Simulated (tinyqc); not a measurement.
Band folding and unfolding in a supercell of a chain: one step. Levels and unfolding weights.

A chain with hopping -t and n = 2 sites a supercell. H(K) has v_j on the diagonal, -t between neighbours and -t exp(2 pi i K) on the bond that closes the cell (from the last site to the first of the next cell). The point K holds the n wave vectors k_m = (K + m)/n of the primitive zone, in 2 pi/a, m = 0 to n - 1, with E0 = -2t cos(2 pi k_m). The unfolding weight of a state c on k_m is |sum_j c_j exp(-2 pi i k_m j)|^2/n, j = 0 to n - 1.

Inputs chosen for the exercise: Kq = 0.19 2 pi/(n a) (wave vector in the small zone).

H (eV):
```
,1,2
1,1.600000,-2.325812+1.580620i
2,-2.325812-1.580620i,0
```

Problem. Diagonalise and project each state on the k_m.

Give: levels; weights.

Solution.

levels (eV): -2.1237  3.7237

weights:
```
,level 1,level 2
m=0,0.981,0.019
m=1,0.019,0.981
```

Every state keeps 98.1 % on one k; rows and columns each add to one.

Run: tinyqc, `OMP_NUM_THREADS=1 python tinyqc.py 1452597 1452598 out.jsonl`; Intel(R) Xeon(R) Processor @ 2.30GHz, one thread, shared host; about 0.01 s of CPU time with all checks.
